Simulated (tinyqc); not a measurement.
MOS inversion layer, Poisson-Schroedinger loop: one step of the calculation.

Electrons confined at an insulator interface at z = 0, treated as a hard wall; parabolic valleys, Hartree approximation, no image or exchange terms. The depletion charge lies far deeper than the electrons and gives a uniform field q Nd/(eps0 eps_r); the gate balances all charge. Energies are counted from the band edge at the interface.

Task. Levels and probability densities. Tridiagonal Hamiltonian with psi = 0 one step beyond both ends: H_ii = C (1/m_(i-1/2) + 1/m_(i+1/2))/hz^2 + V0_i + U_i (+ dE for the set B), H_(i,i+1) = -C/(m_(i+1/2) hz^2), C = hbar^2/(2 m0). The lowest 2 level(s) of each valley set are kept, normalised to hz sum |psi|^2 = 1. The mass is the same on all intervals.

Parameters, values chosen for the exercise; masses and permittivity close to those of silicon (110): mass along z of valley set A (4 valley(s)) mz1 = 0.313 m0; mass along z of valley set B (2 valley(s)) mz2 = 0.192 m0; extra shift of set B (strain) dE = 0 eV; mesh step hz = 0.93 nm.

Constants: q = 1.602176634e-19 C, hbar = 1.054571817e-34 J s, m0 = 9.1093837015e-31 kg, hbar^2/(2 m0) = 0.0380998212 eV nm^2. Results are converted to the units shown.

```
node  fixed potential V0 (eV)  self-consistent potential U at the start (eV)
1                  0.02588995                                              0
2                  0.05177991                                              0
3                  0.07766986                                              0
4                  0.10355981                                              0
5                  0.12944976                                              0
6                  0.15533972                                              0
7                  0.18122967                                              0
8                  0.20711962                                              0
9                  0.23300957                                              0
10                 0.25889953                                              0
11                 0.28478948                                              0
12                 0.31067943                                              0
13                 0.33656938                                              0
14                 0.36245934                                              0
```

Find: levels; |psi|^2 of A1; |psi|^2 of A2; |psi|^2 of B1; |psi|^2 of B2.

Result.

levels (eV): A1 0.10509, A2 0.18178, B1 0.12412, B2 0.21541

```
node  |psi|^2 of A1 (1/nm)  |psi|^2 of A2 (1/nm)  |psi|^2 of B1 (1/nm)  |psi|^2 of B2 (1/nm)
1                  0.17256               0.15311               0.11019               0.10173
2                  0.35645               0.12190               0.27226               0.14020
3                  0.30526               0.00024               0.29930               0.02653
4                  0.16026               0.13594               0.21308               0.02146
5                  0.05943               0.26724               0.11206               0.14777
6                  0.01675               0.22371               0.04652               0.22879
7                  0.00375               0.11569               0.01586               0.19980
8                  0.00069               0.04241               0.00457               0.12184
9                  0.00011               0.01184               0.00113               0.05689
10                 0.00001               0.00263               0.00024               0.02139
11                 0.00000               0.00048               0.00005               0.00668
12                 0.00000               0.00007               0.00001               0.00176
13                 0.00000               0.00001               0.00000               0.00038
14                 0.00000               0.00000               0.00000               0.00005
```

Program tinyqc, `OMP_NUM_THREADS=1 python tinyqc.py 2160106 2160107 out.jsonl`; Intel Xeon 2.30GHz, shared host, one thread, about 0.7 s.
